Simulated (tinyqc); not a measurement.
# AlGaN/GaN HEMT with access regions, lumped model: several studies

A polarisation-induced electron sheet under a Schottky gate, in series with two ungated access regions and contacts. Drift law v = mu E/(1 + mu E/vs) under the gate. Currents in mA/mm, resistances in ohm mm. No self-heating, no channel-length modulation; fits for polarisation, barrier and offset are chosen for the exercise.

Inputs (values chosen for the exercise); values close to those of AlGaN/GaN structures:
```
symbol,value,unit,meaning
x,0.32,,aluminium share of the barrier
d,18,nm,barrier thickness
eps_r,9.6,,relative permittivity of barrier and channel
mu,1900,cm^2/(V s),channel mobility
vs,1.6e7,cm/s,saturation velocity
Lg,1.5,um,gate length
Ls,1,um,source access length
Ld,12,um,drain access length
Rc,0.42,ohm mm,resistance of each contact
ft,0,,share of the drain-access electrons removed by traps
Vg,-0.5,V,gate voltage
```

Constants: q = 1.602176634e-19 C, eps0 = 8.8541878128e-14 F/cm where lengths are in cm. Results are converted to the units shown.

Each table varies one quantity; the others keep the values above.

## Output curve without and with trapping

sigma = (5e13 x + 1.6e13 x^2) cm^-2, phiB = 0.84 + 1.3 x, dEc = 0.7 (1.71 x + x^2) in volts, Cb = eps0 eps_r/d, VT = phiB - dEc - q sigma/Cb, access density n0 = -Cb VT/q. Access resistance R(L, n) = L/(q mu n sqrt(1 - (I/(q n vs))^2)); Rs = Rc + R(Ls, n0), Rd = Rc + R(Ld, (1 - ft) n0). Vg' = Vg - I Rs, Vd' = Vd - I (Rs + Rd); with u = Vg' - VT, Vc = vs Lg/mu and w the smaller of Vd' and Vc [sqrt(1 + 2 u/Vc) - 1] (0 if negative), the channel gives (mu Cb/Lg)(u w - w^2/2)/(1 + w/Vc). I equals that channel current. The two columns take ft = 0 and ft = 0.3; collapse = 1 - (second)/(first).

Output curve without and with trapping:
```
Vd (V)  I, ft = 0 (mA/mm)  I, ft = 0.3 (mA/mm)  collapse (%)
0.25                62.45                48.95         21.61
0.5                 124.5                97.70         21.53
1                   247.3                194.4         21.37
2                   485.5                383.6         20.99
3                   710.5                564.9         20.49
4                   917.0                735.8         19.76
6                    1240                 1037         16.34
8                    1313                 1261          3.90
12                   1313                 1313          0.00
```

Read the table: what changes, and by how much?

Without trapping the current rises from 62.4 to 1310 mA/mm and first comes within 2 % of its last value at Vd = 8 V among the rows; with trapping that knee lies at 12 V. The collapse is 22 % in the first row, at most 22 % and 0 % in the last: once the gated channel saturates, the drain access only takes spare voltage. For Vd = 6 to 12 V the power passes 5 W/mm, where self-heating, left out here, lowers the current.

## Effect of the gate voltage

Same model as above.

Isat is I at Vd = 10 V, gm = dIsat/dVg, Ron the limit of Vd/I at small Vd.

The same in every row: VT (V) = -5.183; n0 (cm^-2) = 1.528e13.

Results:
```
Vg (V)  Ron (ohm mm)  Isat (mA/mm)  gm (mS/mm)
-4.8           7.999         31.07       139.9
-3.9           4.938         218.6       255.4
-2.1           4.178         759.1       331.1
-1.2           4.055          1065       348.4
-0.3           3.978          1384       359.3
0.6            3.925          1711       365.2
1.5            3.886          1990       187.0
```

Estimate the missing row, Vg = -3 V.

Computed row:
```
Vg (V)  Ron (ohm mm)  Isat (mA/mm)  gm (mS/mm)
-3             4.401         472.5       303.6
```

With this row back in the table: As Vg goes from -4.8 to 1.5 V, Ron falls from 8.00 to 3.89 ohm mm, Isat rises from 31.1 to 1990 mA/mm and gm goes from 140 through a maximum of 365 (at Vg = 0.6 V among the rows listed) to 187 mS/mm. The ceiling Cb vs is 756 mS/mm. For Vg = -2.1 to 1.5 V the power passes 5 W/mm, where self-heating, left out here, lowers the current. At Vg = 1.5 V the gated channel is not yet saturated at 10 V, because the access regions take the voltage, and gm drops. At Vg = 1.5 V Vg comes within 0.2 V of phiB or passes it, so at low drain current, as for Ron, the Schottky gate would conduct.

## Effect of the share of the drain-access electrons removed by traps

Same model as above.

The same in every row: VT (V) = -5.183; n0 (cm^-2) = 1.528e13.

Effect of the share of the drain-access electrons removed by traps:
```
ft   Ron (ohm mm)  Isat (mA/mm)  gm (mS/mm)
0           3.992          1313       357.3
0.1         4.279          1313       357.3
0.2         4.638          1313       357.3
0.3         5.098          1313       357.3
0.4         5.713          1307       241.7
0.5         6.573          1182       60.30
0.6         7.863         990.9       20.65
0.7         10.01         769.1       7.252
```

As ft goes from 0 to 0.7, Ron rises from 3.99 to 10.0 ohm mm, Isat falls from 1310 to 769 mA/mm and gm falls from 357 to 7.25 mS/mm. The ceiling Cb vs is 756 mS/mm. In every row the power passes 5 W/mm, where self-heating, left out here, lowers the current. For ft = 0.4 to 0.7 the gated channel is not yet saturated at 10 V, because the access regions take the voltage, and gm drops.

tinyqc, about 0.04 s, one thread, Intel Xeon 2.30GHz (shared host): `OMP_NUM_THREADS=1 python tinyqc.py 2570157 2570158 out.jsonl`
